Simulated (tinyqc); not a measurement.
What moves the results: gated graphene: carriers, quantum capacitance and optical conductivity. A value that a table varies takes the place of the one given here.

Cones E = +/- hv |k|, four flavours, D(E) = 2|E|/(pi hv^2). n = (2/pi)(kT/hv)^2 F_1(mu/kT), p = (2/pi)(kT/hv)^2 F_1(-mu/kT), in 1/angstrom^2 (1e16 for 1/cm^2); F_1(eta) = integral_0^infinity x dx/(1 + exp(x - eta)). Cq/e^2 = d(n - p)/d mu = (2 kT/(pi hv^2)) ln(2 + 2 cosh(mu/kT)).

Gate: V = mu/e + e (n - p)/Cox with Cox/e^2 = k/(4 pi e2 t), t in angstrom, e2 = e^2/(4 pi eps0); 1/(eV angstrom^2) in C/e^2 equals 1602.176634 microfarad/cm^2; total 1/C = 1/Cox + 1/Cq.

Conductivity over sigma0 = e^2/(4 hbar): interband Re = sinh(E/2kT)/(cosh(mu/kT) + cosh(E/2kT)); intraband Re = (8 kT/pi) ln(2 cosh(mu/2kT)) Gm/(E^2 + Gm^2). A free sheet absorbs about pi alpha_f Re(sigma/sigma0), alpha_f the fine-structure constant (alpha among the constants).

Constants: kB = 8.617333262e-05 eV/K; e^2/(4 pi eps0) = 14.39964547 eV angstrom; fine-structure constant alpha = 0.007297352564.

Parameters, chosen for this exercise (Fermi velocity near that of graphene, gate dielectric near HfO2; shifted at random, so the results belong to these values and not to a real crystal):

| symbol | value | unit | meaning |
|---|---|---|---|
| hv | 6.62 | eV angstrom | hbar vF |
| T | 150 | K |  |
| k | 17.96 |  | dielectric constant of the gate layer |
| t | 5 | nm | its thickness |
| Gm | 5 | meV | intraband damping |
| V | -0.16 | V | gate voltage from the neutrality point |

## Gate sweep

Results:

| V (V) | mu (eV) | n - p (1/cm^2) | n + p (1/cm^2) | Cq (microfarad/cm^2) | C/Cox | Cox V/e (1/cm^2) |
|---|---|---|---|---|---|---|
| 0 | 0.0000 | 0 | 3.99e+10 | 0.417 | 0.116 | 0 |
| 0.0048 | 0.0042 | 1.11e+10 | 4.12e+10 | 0.425 | 0.118 | 9.53e+10 |
| 0.013 | 0.0114 | 3.11e+10 | 4.94e+10 | 0.474 | 0.130 | 2.58e+11 |
| 0.032 | 0.0275 | 8.93e+10 | 9.49e+10 | 0.708 | 0.182 | 6.35e+11 |
| 0.064 | 0.0521 | 2.36e+11 | 2.37e+11 | 1.22 | 0.278 | 1.27e+12 |
| 0.11 | 0.0829 | 5.39e+11 | 5.39e+11 | 1.93 | 0.378 | 2.18e+12 |
| 0.16 | 0.1120 | 9.52e+11 | 9.52e+11 | 2.61 | 0.451 | 3.18e+12 |
| 0.24 | 0.1527 | 1.73e+12 | 1.73e+12 | 3.55 | 0.528 | 4.76e+12 |
| 0.35 | 0.2007 | 2.96e+12 | 2.96e+12 | 4.67 | 0.595 | 6.95e+12 |

What does this show?

At neutrality n + p = 3.99e+10 1/cm^2 of thermal carriers remain and C/Cox = 0.116; at the last row C/Cox = 0.595 and the plain capacitor rule overstates n - p by 134.4 %. Between the last two rows mu goes as V^0.72; for |mu| well above kT the limits are 1/2 where Cox is small against Cq and 1 where it is large.

## Absorption spectrum

mu = -0.11205 eV

Results:

| E (eV) | interband | intraband | absorption (%) |
|---|---|---|---|
| 0.022 | 0.0003 | 1.4015 | 3.214 |
| 0.045 | 0.0009 | 0.3480 | 0.800 |
| 0.078 | 0.0035 | 0.1168 | 0.276 |
| 0.112 | 0.0129 | 0.0568 | 0.160 |
| 0.157 | 0.0694 | 0.0289 | 0.225 |
| 0.190 | 0.2110 | 0.0197 | 0.529 |
| 0.224 | 0.4990 | 0.0142 | 1.177 |
| 0.258 | 0.7877 | 0.0107 | 1.830 |
| 0.291 | 0.9301 | 0.0084 | 2.152 |
| 0.359 | 0.9946 | 0.0055 | 2.293 |
| 0.448 | 0.9998 | 0.0036 | 2.300 |
| 0.672 | 1.0000 | 0.0016 | 2.296 |

What does this show?

The edge lies at 2|mu| = 0.224 eV and, for |mu| above about 3 kT (here 8.7), rises from 10 % to 90 % over about 8.8 kT = 0.114 eV. The absorption is lowest, 0.160 %, at 0.112 eV of those listed, between the Drude tail and the edge; at the last row it is 2.296 % against pi alpha_f = 2.293 %. The thin-sheet formula fails where the absorption is large, and trigonal warping matters above about 1.5 eV.

## What moves the Fermi level

All results formed anew. Each row changes one parameter from the base and keeps the others.

Results:

| case | mu (eV) | n - p (1/cm^2) | C/Cox |
|---|---|---|---|
| base | -0.1120 | -9.518e+11 | 0.4506 |
| V = -0.208 V | -0.1372 | -1.406e+12 | 0.5009 |
| t = 3.5 nm | -0.1211 | -1.104e+12 | 0.3828 |
| k = 21.55 | -0.1168 | -1.030e+12 | 0.4159 |
| hv = 7.28 eV angstrom | -0.1170 | -8.545e+11 | 0.4144 |
| T = 250 K | -0.1101 | -9.905e+11 | 0.4468 |

What does this show?

The largest shifts from the base row, up to three for each result and ties (the steps differ in size, so this ranks the rows, not the parameters). mu (eV): V -0.0251, t -0.0090, hv -0.0049. n - p (1/cm^2): V -4.54e+11, t -1.53e+11, hv +9.73e+10. C/Cox: t -0.0678, V +0.0504, hv -0.0361.

Program tinyqc; command `OMP_NUM_THREADS=1 python tinyqc.py 1680539 1680540 out.jsonl`; about 0.01 s on one thread of a shared Intel(R) Xeon(R) Processor @ 2.30GHz.
